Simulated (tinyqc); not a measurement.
# Double-gate transistor below threshold, two-dimensional Poisson equation on a small mesh: several studies

Half of a symmetric double-gate structure: row 0 is the mid-plane of the body, where the normal field vanishes. Mobile charge is neglected (subthreshold), the body is fully depleted, and potentials are counted from the intrinsic level; rows run upward to the gate, columns from source to drain.

Inputs (values chosen for the exercise); semiconductor permittivity close to that of silicon: temperature T = 350 K; relative permittivity of the semiconductor eps_r = 11.8; relative permittivity of the insulator eox = 3.9; half the body thickness tb = 5 nm; insulator thickness tox = 1.2 nm; channel length L = 25 nm; acceptor density of the depleted body Na = 0 cm^-3; potential of the source Vbi = 0.58 V; gate offset Vfb = 0.14 V; gate voltage Vg = 0 V; drain voltage Vd = 0.3 V.

Constants: q = 1.602176634e-19 C, kB = 1.380649e-23 J/K, Vt = kB T/q, eps0 = 8.8541878128e-14 F/cm where lengths are in cm. Results are converted to the units shown.

Each table varies one quantity; the others keep the values above.

## Choice of the relaxation factor

Mesh: rows i = 0..2 in the semiconductor (step hs = tb/2, row 2 on the interface), then 1 step(s) ho = tox/1 up to the gate row 3; columns j = 0..4 (step hy = L/4). Box integration, divided by eps0: up_i = eps hy/h of the interval above row i, dn_i = that of the interval below (0 for row 0), lat_i = (sum of eps h/2 over the intervals above and below)/hy, s_i = -q Na w_i hy/eps0 with w_i the semiconductor height of the box (hs/2 for row 0 and the interface row, hs between, 0 in the insulator). Each free node obeys (up + dn + 2 lat) psi = up psi(above) + dn psi(below) + lat [psi(left) + psi(right)] + s. Fixed values: gate row Vg - Vfb; column 0 at Vbi and the last column at Vbi + Vd in the semiconductor, each running linearly to Vg - Vfb across the insulator. Sweeps go row by row from row 0, left to right, psi(new) = psi + omega (t - psi) with t the value that solves the node equation for the newest neighbours; free nodes start at zero; stop when the largest change is below 1e-7 V.

Choice of the relaxation factor:
```
omega  sweeps
1          47
1.1        38
1.2        30
1.3        21
1.4        18
1.5        23
1.6        31
1.7        42
1.8        67
1.9       139
```

Gauss-Seidel (omega = 1) takes 47 sweeps; the fewest, 18, are at omega = 1.4, and omega = 1.9 takes 139. The Jacobi matrix of this mesh has spectral radius rho = 0.8680, so theory puts the best factor at 2/(1 + sqrt(1 - rho^2)) = 1.34.

## Effect of the insulator thickness

Mesh: rows i = 0..12 in the semiconductor (step hs = tb/12, row 12 on the interface), then 8 step(s) ho = tox/8 up to the gate row 20; columns j = 0..80 (step hy = L/80). The system is solved directly. On row 0 the minimum of psi and its place come from a parabola through the three lowest nodes; barrier = Vbi - minimum, swing = Vt ln 10/(d psi/dVg), DIBL = (d psi/dVd)/(d psi/dVg) there. Lambda = pi/k with k the smallest positive root of tan(k tox) tan(k tb) = eox/eps_r.

Results:
```
tox (nm)  L/Lambda  barrier (V)  place y/L  swing (mV/decade)  DIBL (mV/V)
0.48         1.953       0.6226     0.4714              78.50        53.84
0.91         1.661       0.5727     0.4661              84.14        87.13
1.3          1.480       0.5300     0.4617              89.66        119.4
1.7          1.341       0.4896     0.4572              95.59        153.7
2.4          1.167       0.4273     0.4497              106.5        215.7
```

Estimate the missing row, tox = 0.66 nm.

Computed row:
```
tox (nm)  L/Lambda  barrier (V)  place y/L  swing (mV/decade)  DIBL (mV/V)
0.66         1.815       0.6015     0.4692              80.80        67.40
```

With this row back in the table: As tox goes from 0.48 to 2.4 nm, the barrier falls from 0.623 to 0.427 V, the swing rises from 78.5 to 107 mV a decade and DIBL rises from 53.8 to 216 mV/V; the ideal swing is 69.4. L/Lambda goes from 2.0 to 1.2.

## Effect of the channel length

Same model as above.

Results:
```
L (nm)  L/Lambda  barrier (V)  place y/L  swing (mV/decade)  DIBL (mV/V)
15        0.9127       0.2786     0.4285              147.1        433.5
18         1.095       0.3791     0.4448              116.9        273.5
22         1.339       0.4828     0.4570              96.66        159.9
26         1.582       0.5567     0.4644              86.12        98.74
32         1.947       0.6275     0.4714              78.00        50.87
47         2.860       0.6978     0.4806              71.32        11.15
58         3.529       0.7122     0.4843              70.09        3.838
```

Estimate the missing row, L = 39 nm.

Computed row:
```
L (nm)  L/Lambda  barrier (V)  place y/L  swing (mV/decade)  DIBL (mV/V)
39         2.373       0.6725     0.4766              73.59        24.67
```

With this row back in the table: As L goes from 15 to 58 nm, the barrier rises from 0.279 to 0.712 V, the swing falls from 147 to 70.1 mV a decade and DIBL falls from 434 to 3.84 mV/V; the ideal swing is 69.4. L/Lambda goes from 0.91 to 3.5. Between the last two rows DIBL decays with a length of 10.3 nm; 2 Lambda/pi is 10.5 nm.

Computed by the program tinyqc: `OMP_NUM_THREADS=1 python tinyqc.py 2480013 2480014 out.jsonl`, one thread of a shared Intel Xeon 2.30GHz, about 0.1 s for the whole run.
